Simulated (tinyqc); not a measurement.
CCSD on RHF in the sto-3g basis, frozen core, for BeH2, spin multiplicity 1, step by step. One step of it, computed by the program tinyqc.

Question. Iteration 7 (converged): orbitals. Diagonalise F' = X^T F X, C = X C', fill 3 alpha and 3 beta electrons from the bottom; D = 2 C_occ C_occ^T. Each column has its largest component positive (the first on a tie).

converged F (hartree), lower triangle:
```
,1Be 1s,1Be 2s,1Be 2px,1Be 2py,1Be 2pz,2H 1s,3H 1s
1Be 1s,-4.534821
1Be 2s,-1.290582,-0.584788
1Be 2px,0.000000,0.000000,0.213338
1Be 2py,0.000000,0.000000,0.000000,-0.120658
1Be 2pz,0.001141,-0.007490,0.000000,0.000000,0.212842
2H 1s,-0.185119,-0.316819,0.000000,-0.290738,-0.011170,-0.213553
3H 1s,-0.185119,-0.316819,0.000000,0.290738,-0.011170,-0.008302,-0.213553
```

X, lower triangle:
```
,1Be 1s,1Be 2s,1Be 2px,1Be 2py,1Be 2pz,2H 1s,3H 1s
1Be 1s,1.028465
1Be 2s,-0.149264,1.141358
1Be 2px,0.000000,0.000000,1.000000
1Be 2py,0.000000,0.000000,0.000000,1.195223
1Be 2pz,-0.000827,0.006947,0.000000,0.000000,1.000421
2H 1s,0.020701,-0.208486,0.000000,-0.289013,-0.012678,1.153303
3H 1s,0.020701,-0.208486,0.000000,0.289013,-0.012678,-0.048659,1.153303
```

Give: F' = X^T F X; orbital energies; coefficients C; D after iteration 7.

Answer.

F' = X^T F X (hartree), lower triangle:
```
,1,2,3,4,5,6,7
1,-4.4255
2,-0.7001,-0.1639
3,0.0000,0.0000,0.2133
4,0.0000,0.0000,0.0000,0.1951
5,0.0004,0.0029,0.0000,0.0000,0.2135
6,0.0054,-0.2613,0.0000,-0.3533,-0.0137,0.0298
7,0.0054,-0.2613,0.0000,0.3533,-0.0137,-0.0575,0.0298
```

orbital energies (hartree): MO1 -4.5381, MO2 -0.4059, MO3 -0.3613, MO4 0.2115, MO5 0.2133, MO6 0.3290, MO7 0.6437

coefficients C:
```
,MO1,MO2,MO3,MO4,MO5,MO6,MO7
1Be 1s,0.9919,-0.2109,0.0000,0.0344,0.0000,-0.2265,0.0000
1Be 2s,0.0307,0.6217,0.0000,-0.1425,0.0000,1.0021,0.0000
1Be 2px,0.0000,0.0000,0.0000,0.0000,1.0000,0.0000,0.0000
1Be 2py,0.0000,0.0000,0.4944,0.0000,0.0000,0.0000,1.1624
1Be 2pz,-0.0001,0.0110,0.0000,0.9886,0.0000,0.1540,0.0000
2H 1s,-0.0038,0.3926,0.4393,0.0767,0.0000,-0.7030,-0.7829
3H 1s,-0.0038,0.3926,-0.4393,0.0767,0.0000,-0.7030,0.7829
```

D after iteration 7, lower triangle:
```
,1Be 1s,1Be 2s,1Be 2px,1Be 2py,1Be 2pz,2H 1s,3H 1s
1Be 1s,2.0568
1Be 2s,-0.2012,0.7748
1Be 2px,0.0000,0.0000,0.0000
1Be 2py,0.0000,0.0000,0.0000,0.4889
1Be 2pz,-0.0047,0.0137,0.0000,0.0000,0.0002
2H 1s,-0.1732,0.4879,0.0000,0.4344,0.0086,0.6942
3H 1s,-0.1732,0.4879,0.0000,-0.4344,0.0086,-0.0777,0.6942
```
